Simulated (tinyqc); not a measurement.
Free-carrier optics of a doped semiconductor (Drude model with one polar phonon): sweeps and comparisons. A value that a table varies takes the place of the one given here.

eps(E) = ei [1 - Ep^2/(E^2 + i E Gam)] + (es - ei) wT^2/(wT^2 - E^2 - i E gT), with Ep^2 = 8 pi c (e^2/(4 pi eps0)) N/(m ei), c = hbar^2/2m0, N in 1/angstrom^3 (1e-24 per 1/cm^3); Gam = hbar/tau, tau = mu m m0/e with m0/e = 5.685630e-12 kg/C and mu in m^2/(V s). Energies in meV.

n + i k = sqrt(eps1 + i eps2) with k >= 0; R = ((n - 1)^2 + k^2)/((n + 1)^2 + k^2) at normal incidence from vacuum; alpha = 2 E k/(hbar c), times 1e8 for 1/cm; loss function Im(-1/eps) = eps2/(eps1^2 + eps2^2).

Constants: hbar^2/2m0 = 3.80998211 eV angstrom^2; e^2/(4 pi eps0) = 14.39964547 eV angstrom; hbar = 6.58211957e-16 eV s; hbar c = 1973.269805 eV angstrom.

Values chosen for the exercise (mass and dielectric values near those of InP; N and mu are free inputs; interband absorption and the rise of the mass with filling are left out; the results hold for these values, not for the real material): m = 0.0869 m0 (conductivity mass); ei = 9.81 (high-frequency dielectric constant); wT = 37.5 meV (TO phonon); es = 12.78 (static dielectric constant); N = 1.8e+18 1/cm^3 (carrier density); mu = 1400 cm^2/(V s) (mobility); gT = 0.9 meV (phonon damping); E = 35.3 meV (photon energy).

## The coupled modes against doping

L-, L+ solve E^4 - (wL^2 + Ep^2) E^2 + Ep^2 wT^2 = 0, wL = wT sqrt(es/ei); damping left out; energies in meV.

Modes:

| N (1/cm^3) | Ep | L- | L+ | Ep sqrt(ei/es) |
|---|---|---|---|---|
| 3.0e+16 | 6.97 | 6.08 | 42.94 | 6.10 |
| 1.0e+17 | 12.72 | 11.02 | 43.27 | 11.14 |
| 3.0e+17 | 22.03 | 18.61 | 44.40 | 19.30 |
| 7.0e+17 | 33.65 | 26.54 | 47.53 | 29.48 |
| 1.0e+18 | 40.22 | 29.80 | 50.61 | 35.24 |
| 2.0e+18 | 56.88 | 34.15 | 62.46 | 49.83 |
| 5.0e+18 | 89.93 | 36.37 | 92.72 | 78.79 |
| 1.0e+19 | 127.18 | 36.97 | 128.99 | 111.42 |
| 3.0e+19 | 220.28 | 37.33 | 221.27 | 192.99 |

wL = 42.80 meV

How do the results move?

At low density L- follows Ep sqrt(ei/es) (6.08 against 6.10), a plasmon screened by the lattice, and L+ starts at wL. At the highest density L- has come within 0.17 meV of wT, since the carriers screen the field that lifts wL, and L+ is within 0.99 meV of Ep. The branches are closest, 20.81 meV, at 1e+18 1/cm^3 of those listed. The mass is held fixed, while in a real band it rises with filling.

## Reflectance across the plasma edge

Spectrum:

| E (meV) | eps1 | eps2 | R | alpha (1/cm) |
|---|---|---|---|---|
| 5.4 | -225.74 | 420.44 | 0.910 | 1.03e+04 |
| 16.2 | -67.45 | 47.57 | 0.877 | 1.42e+04 |
| 27.0 | -18.88 | 12.50 | 0.792 | 1.25e+04 |
| 37.8 | -65.56 | 89.93 | 0.843 | 3.60e+04 |
| 45.9 | -9.13 | 3.04 | 0.829 | 1.42e+04 |
| 54.0 | -2.45 | 1.76 | 0.581 | 9.05e+03 |
| 59.4 | -0.05 | 1.31 | 0.185 | 4.97e+03 |
| 67.4 | 2.31 | 0.90 | 0.058 | 1.98e+03 |
| 80.9 | 4.69 | 0.52 | 0.137 | 978 |
| 107.9 | 6.97 | 0.22 | 0.203 | 453 |
| 161.9 | 8.56 | 0.06 | 0.241 | 182 |
| 269.8 | 9.36 | 0.01 | 0.257 | 62.7 |

What does this show, and why?

Ep = 54.0 meV and Gam = 9.5 meV. R is 0.910 at the lowest energy and lowest, 0.058, at 67.4 meV of those listed; without damping and phonon it would vanish at Ep sqrt(ei/(ei - 1)) = 56.9 meV. At the highest energy R is 0.257, against 0.266 for ei alone. Between the last two rows alpha goes as E^-2.09, where the Drude limit far above Ep and Gam is E^-2. Inside the metallic range the phonon cuts a dip in R near L-, below wT = 37.5 meV, which the rows may miss.

## Free-carrier absorption and index change in the near infrared

At the wavelengths listed E = hc/lambda (hc = 1239.841984 eV nm). Approximate forms: alpha = ei Ep^2 Gam/(E^2 sqrt(ei) hbar c) and dn = -sqrt(ei) Ep^2/(2 E^2). The phonon term is left out here.

Free carriers:

| lambda (micrometre) | E (meV) | alpha (1/cm) | alpha, approximate | dn | dn, approximate |
|---|---|---|---|---|---|
| 1.31 | 946.4 | 4.92 | 4.91 | -0.00509 | -0.00509 |
| 1.55 | 799.9 | 6.89 | 6.87 | -0.00713 | -0.00713 |
| 2.00 | 619.9 | 11.5 | 11.4 | -0.0119 | -0.0119 |
| 3.00 | 413.3 | 26.0 | 25.7 | -0.0268 | -0.0267 |
| 5.00 | 248.0 | 73.2 | 71.5 | -0.0749 | -0.0741 |
| 8.00 | 155.0 | 195 | 183 | -0.195 | -0.190 |
| 10.60 | 117.0 | 360 | 321 | -0.351 | -0.333 |

What can be read from the table?

At 1.55 micrometre alpha = 6.89 1/cm and dn = -0.00713; a phase shift of pi needs a length lambda/(2 |dn|) = 109 micrometre, over which the loss is 0.32 dB. The approximate alpha is within 5 % up to 5 micrometre of the wavelengths listed; it needs photon energies well above both Ep and Gam, which lie at 23.0 and 130.3 micrometre. Interband and intervalley absorption are left out.

## What moves the optical constants

At the energy E. Each row changes one parameter from the base and keeps the others.

Results:

| case | Ep (meV) | Gam (meV) | R | alpha (1/cm) |
|---|---|---|---|---|
| base | 53.96 | 9.52 | 0.3991 | 4.89e+03 |
| N = 2.7e+18 1/cm^3 | 66.08 | 9.52 | 0.4406 | 8.41e+03 |
| m = 0.1043 m0 | 49.25 | 7.93 | 0.4061 | 3.83e+03 |
| mu = 840 cm^2/(V s) | 53.96 | 15.86 | 0.4366 | 5.66e+03 |
| ei = 10.3 | 52.66 | 9.52 | 0.3692 | 5.13e+03 |
| E = 42.4 meV | 53.96 | 9.52 | 0.8817 | 1.73e+04 |

What can be read from the table?

The largest shifts from the base row, up to three for each result and ties (the steps differ in size, so this ranks the rows, not the parameters). Ep (meV): N +12.13, m -4.71, ei -1.30; unchanged at the printed digits by mu and E. Gam (meV): mu +6.34, m -1.59; unchanged at the printed digits by N, ei and E. R: E +0.4826, N +0.0416, mu +0.0375. alpha (1/cm): E +1.24e+04, N +3.52e+03, m -1.06e+03.

(tinyqc, `OMP_NUM_THREADS=1 python tinyqc.py 1680886 1680887 out.jsonl`, Intel(R) Xeon(R) Processor @ 2.30GHz, 1 thread, shared host, about 0.01 s.)
